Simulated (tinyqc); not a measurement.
A log to judge: nudged elastic band on a two-dimensional model surface. Computed by tinyqc. Command: `OMP_NUM_THREADS=1 python tinyqc.py 3002737 3002738 out.jsonl neb walk`. One thread of a shared host (Intel(R) Xeon(R) Processor @ 2.30GHz), about 0.02 s of CPU time with the checks.

V(x, y) = h u^2 + t x + (kappa/2)(y + c u)^2 with u = x^2/w^2 - 1; the path runs from the minimum near (-w, 0) to that near (w, 0).

Inputs (values chosen for the exercise, for a model surface):
```
quantity,value,unit
height h,0.79,eV
half width w,1.3,angstrom
transverse stiffness kappa,2.4,eV/angstrom^2
curvature c,0.29,angstrom
tilt t,-0.12,eV/angstrom
movable images n,5,-
spring constant k_s,1.9,eV/angstrom^2
step factor eta,0.62,angstrom^2/eV
iteration cap,100,-
```

Surface: curved double well. Climbing image: off.

Method:
- Newton steps x(new) = x - H^-1 grad V (moves limited to 0.3 angstrom) from (-w, 0), (w, 0) and (0, c) give the two minima and the saddle.
- Tangent at image i: towards the higher neighbour if the energies rise or fall through i; at a maximum or minimum, tau = t+ dmax + t- dmin if V(i+1) > V(i-1), else t+ dmin + t- dmax, with t+ = R(i+1) - R(i), t- = R(i) - R(i-1) and dmax, dmin the larger and smaller of |V(i+1) - V(i)| and |V(i-1) - V(i)|; then normalise. Force F = -grad V + (grad V.tau) tau + k_s (|t+| - |t-|) tau.
- Update R(new) = R + eta F; the end points stay fixed.
- Start on the straight line; stop when the largest force is below 1e-4 or above 1e6 eV/angstrom.

Course of the band:
```
iteration,highest image (eV),largest force (eV/angstrom)
1,7.31698e-01,6.96752e-01
2,6.54652e-01,3.51159e-01
3,6.35054e-01,4.34049e-01
4,6.34001e-01,7.39980e-01
5,6.13010e-01,9.33588e-01
6,6.39734e-01,1.10288e+00
7,5.75096e-01,2.34535e+00
8,1.27705e+00,1.83775e+00
9,1.06872e+00,1.48161e+00
...,...,...
27,1.73673e+01,7.92896e+00
28,1.36762e+01,7.28457e+00
29,5.86254e+00,5.64130e+00
30,2.59315e+00,6.61562e+00
31,7.15108e+00,6.28338e+00
32,3.55622e+01,4.43192e+01
33,1.01976e+05,6.47974e+02
34,1.96804e+05,1.85195e+04
35,5.36803e+15,1.60179e+12
```

Band at the end:
```
image,x (angstrom),y (angstrom),E (eV)
0,-1.3,0.015,-9.72777e-13
1,-290.7,436.546,2.24197e+09
2,11453.5,-302.996,5.36803e+15
3,-24.1,-1.714,1.04862e+05
4,-0.9,-0.470,6.25302e-01
5,0.7,2.176,4.81317e+00
6,1.3,-0.014,-3.11905e-01
```

Can the last value be used, and what does the course show?

No. Not converged within 35 iterations: the residual grows: the iteration diverges. Reruns converge with step factor eta = 0.1, iteration cap = 600. Reruns still fail with step factor eta = 16.0, iteration cap = 600; and with iteration cap = 600.
